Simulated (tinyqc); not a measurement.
# Junctionless gate-all-around wire, depletion approximation, step by step

Computed by the program tinyqc: `OMP_NUM_THREADS=1 python tinyqc.py 2460112 2460113 out.jsonl`, one thread of a shared Intel Xeon 2.30GHz, about 0.01 s for the whole run. Printed values are rounded.

A uniformly doped n-type wire of radius R under a surrounding gate; long channel. Below flat band a shell from radius rc to R is fully depleted and the neutral core, at channel potential V (0 at the source, Vd at the drain), carries the current with constant mobility; s = (rc/R)^2 is the share of the cross-section that conducts. The edge of the depleted shell is taken as abrupt, so there is no subthreshold current.

Parameters, values chosen for the exercise; material values close to those of gallium nitride: relative permittivity of the semiconductor eps_r = 9.61; relative permittivity of the gate insulator eox = 9; insulator thickness tox = 3.8 nm; wire radius R = 15 nm; donor density Nd = 1.1e19 cm^-3; flat-band voltage Vfb = 0.48 V; effective mobility in the wire mu = 61 cm^2/(V s); gate length L = 0.1 um; gate voltage Vg = 0.27 V; drain voltage Vd = 0.2 V.

Constants: q = 1.602176634e-19 C, eps0 = 8.8541878128e-14 F/cm where lengths are in cm. Results are converted to the units shown.

## Voltages that deplete the wire

Cox = eps0 eox/(R ln(1 + tox/R)); A = q Nd R^2/(4 eps0 eps_r); B = q Nd R/(2 Cox); VT = Vfb - A - B.

Cox = 2.352682 uF/cm^2
A = 1.165074 V
B = 0.5618251 V
VT = -1.246899 V

Of the 1.73 V needed, 32.5 % drops over the insulator. The device is normally on.

## Iteration 1: conducting share at the source by Newton steps

s at the start = 1

With V = 0: f = A (1 - s + s ln s) + B (1 - s) - (Vfb - Vg); f' = A ln s - B; s(new) = s - f/f'.

f = -0.21 V
f' = -0.5618251 V
s after iteration 1 = 0.6262182

## Iteration 2: conducting share at the source by Newton steps

As before.

f = 0.09399393 V
f' = -1.107145 V
s after iteration 2 = 0.7111157

## Course of the iteration: conducting share at the source by Newton steps

Stop when s changes by less than 1e-11, or after 30 iterations. s must stay positive.

Course of the iteration:
```
iteration          s  |change|
1          0.6262182     0.374
2          0.7111157    0.0849
3          0.7178109   6.70e-3
4          0.7178495   3.86e-5
5          0.7178495   1.28e-9
6          0.7178495         0
```

Converged in 6 iterations. At the end the number of correct digits about doubles with each step.

## Core radius, conductance and current

s0 = 0.7178495
sL = 0.5374318

s solves Vfb - Vg + V = A (1 - s + s ln s) + B (1 - s), and s = 0 where the left side exceeds A + B. I = (q mu Nd pi R^2/L)[g(s0) - g(sL)], g = A (s^2/4 - (s^2/2) ln s) + B s^2/2, with s0 at V = 0 and sL at V = Vd. rc = R sqrt(s0); the small-signal conductance at Vd = 0 is q mu Nd pi R^2 s0/L.

rc at the source = 12.70890 nm
conductance = 54.55050 uS
I = 9.469755 uA
